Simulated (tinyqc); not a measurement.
Inside a calculation. Method: plane-wave Kohn-Sham cycle with exchange-only LDA in a layered model solid. Computed by tinyqc, a small Python program that keeps every step. Settings: points = 16, plane-wave index or count = 3, electrons = 2, k points = 3, area = 37.0, mixing = 0.8, iteration cap = 60. Command: `OMP_NUM_THREADS=1 python tinyqc.py 29208 29209 out.jsonl` (the two numbers bound the seeds that draw the settings). One thread of a shared host (Intel(R) Xeon(R) Processor @ 2.60GHz), about 0.01 s of CPU time with the checks. Later iterations appear only in the table of the cycle.

## Iteration 1: potential

A solid whose potential varies along x alone (atomic units):
```
parameter                      value
period a                    6.900000
cross-section of the cell  37.000000
electrons per cell                 2
grid points                       16
plane waves -n..n, n               3
k points                           3
V1 in V1 cos(2 pi x/a)     -0.610000
```

density at the start, on the grid x_j = j a/N (e/bohr^3): 0.00783392  0.00783392  0.00783392  0.00783392  0.00783392  0.00783392  0.00783392  0.00783392  0.00783392  0.00783392  0.00783392  0.00783392  0.00783392  0.00783392  0.00783392  0.00783392

V_H(G) = 4 pi rho(G)/G^2 for G != 0 (uniform background); v_x = -(3 rho/pi)^(1/3); V = V_ext + V_H + v_x; Fourier components f(G_m) = (1/N) sum_j f(x_j) exp(-i G_m x_j).

Potentials on the grid (hartree):
```
x             V_ext       V_H        v_x          V
0.000000  -0.610000  0.000000  -0.195577  -0.805577
0.431250  -0.563567  0.000000  -0.195577  -0.759143
0.862500  -0.431335  0.000000  -0.195577  -0.626912
1.293750  -0.233437  0.000000  -0.195577  -0.429013
1.725000          0  0.000000  -0.195577  -0.195577
2.156250   0.233437  0.000000  -0.195577   0.037860
2.587500   0.431335  0.000000  -0.195577   0.235759
3.018750   0.563567  0.000000  -0.195577   0.367990
3.450000   0.610000  0.000000  -0.195577   0.414423
3.881250   0.563567  0.000000  -0.195577   0.367990
4.312500   0.431335  0.000000  -0.195577   0.235759
4.743750   0.233437  0.000000  -0.195577   0.037860
5.175000          0  0.000000  -0.195577  -0.195577
5.606250  -0.233437  0.000000  -0.195577  -0.429013
6.037500  -0.431335  0.000000  -0.195577  -0.626912
6.468750  -0.563567  0.000000  -0.195577  -0.759143
```

V(G_m), m = 0, 1, 2, ... (hartree): -0.195577  -0.305000  0.000000  0.000000  0.000000  0.000000  0.000000

## Iteration 1: Hamiltonian at one k

k = 0.000000 2 pi / a

H(m,m') = (k + G_m)^2/2 delta + V(G_m - G_m'), with V(-G) = V(G).

H (hartree), lower triangle:
```
           -3         -2         -1         +0         +1         +2        +3
-3   3.535843
-2  -0.305000   1.462832
-1   0.000000  -0.305000   0.219026
+0   0.000000   0.000000  -0.305000  -0.195577
+1   0.000000   0.000000   0.000000  -0.305000   0.219026
+2   0.000000   0.000000   0.000000   0.000000  -0.305000   1.462832
+3   0.000000   0.000000   0.000000   0.000000   0.000000  -0.305000  3.535843
```

## Iteration 1: levels at that k

Diagonalise the Hermitian matrix.

eigenvalues (hartree): -0.481075  0.146832  0.425974  1.490513  1.496860  3.580356  3.580364

## Iteration 1: new density

Motion across x is left out: the lowest 1 band(s) hold two electrons at each of the k points (j + 1/2)/nk - 1/2. Residual R = rho(out) - rho(in); rho(new) = rho(in) + 0.8 R. rho(out) = 2/(a A nk) sum |psi|^2 with psi = sum c exp(i G x). Harris energy E = band energy - dV sum rho (V_H/2 + v_x) + (3/4) dV sum rho v_x with rho(in), dV = a A/N, band energy = (2/nk) sum of the filled levels.

rho(out) (e/bohr^3): 0.02402361  0.02129539  0.01489655  0.00833931  0.00383608  0.00150917  0.00053580  0.00019181  0.00011090  0.00019181  0.00053580  0.00150917  0.00383608  0.00833931  0.01489655  0.02129539

density after iteration 1 (e/bohr^3): 0.02078567  0.01860309  0.01348402  0.00823823  0.00463565  0.00277412  0.00199542  0.00172024  0.00165551  0.00172024  0.00199542  0.00277412  0.00463565  0.00823823  0.01348402  0.01860309

energy per cell = -0.85905675 hartree

## Iteration 2: potential

As before.

Potentials on the grid (hartree):
```
x             V_ext        V_H        v_x          V
0.000000  -0.610000   0.147802  -0.270756  -0.732954
0.431250  -0.563567   0.133109  -0.260927  -0.691384
0.862500  -0.431335   0.093835  -0.234385  -0.571886
1.293750  -0.233437   0.041367  -0.198885  -0.390955
1.725000          0  -0.012384  -0.164195  -0.176579
2.156250   0.233437  -0.059006  -0.138367   0.036064
2.587500   0.431335  -0.094013  -0.123975   0.213347
3.018750   0.563567  -0.115470  -0.117992   0.330105
3.450000   0.610000  -0.122678  -0.116493   0.370829
3.881250   0.563567  -0.115470  -0.117992   0.330105
4.312500   0.431335  -0.094013  -0.123975   0.213347
4.743750   0.233437  -0.059006  -0.138367   0.036064
5.175000          0  -0.012384  -0.164195  -0.176579
5.606250  -0.233437   0.041367  -0.198885  -0.390955
6.037500  -0.431335   0.093835  -0.234385  -0.571886
6.468750  -0.563567   0.133109  -0.260927  -0.691384
```

V(G_m), m = 0, 1, 2, ... (hartree): -0.179044  -0.276785  -0.001125  0.000870  0.000112  -0.000032  0.000004

## Iteration 2: Hamiltonian at one k

k = 0.000000 2 pi / a

As before.

H (hartree), lower triangle:
```
           -3         -2         -1         +0         +1         +2        +3
-3   3.552375
-2  -0.276785   1.479365
-1  -0.001125  -0.276785   0.235558
+0   0.000870  -0.001125  -0.276785  -0.179044
+1   0.000112   0.000870  -0.001125  -0.276785   0.235558
+2  -0.000032   0.000112   0.000870  -0.001125  -0.276785   1.479365
+3   0.000004  -0.000032   0.000112   0.000870  -0.001125  -0.276785  3.552375
```

## Iteration 2: levels at that k

As before.

eigenvalues (hartree): -0.426307  0.176417  0.418081  1.502842  1.506394  3.589048  3.589078

## Iteration 2: new density

As before.

rho(out) (e/bohr^3): 0.02337170  0.02084221  0.01484305  0.00855708  0.00409558  0.00169120  0.00063618  0.00024520  0.00015003  0.00024520  0.00063618  0.00169120  0.00409558  0.00855708  0.01484305  0.02084221

density after iteration 2 (e/bohr^3): 0.02285450  0.02039438  0.01457125  0.00849331  0.00420359  0.00190779  0.00090803  0.00054020  0.00045113  0.00054020  0.00090803  0.00190779  0.00420359  0.00849331  0.01457125  0.02039438

energy per cell = -0.81127375 hartree

## Convergence

Stop when sqrt(dV sum R^2) is below 1e-8, dV = a A/N.

Course of the cycle:
```
iteration  E (hartree)  norm of the residual
1          -0.85905675              1.34e-01
2          -0.81127375              2.32e-02
3          -0.81091265              4.13e-03
4          -0.81098554              7.97e-04
5          -0.81099138              1.64e-04
6          -0.81099170              3.50e-05
7          -0.81099171              7.70e-06
8          -0.81099171              1.73e-06
9          -0.81099171              3.97e-07
10         -0.81099171              9.17e-08
11         -0.81099171              2.13e-08
12         -0.81099171              4.94e-09
```

Converged in 12 iterations. Before convergence this energy mixes input and output and is not variational, so it may rise towards its limit.
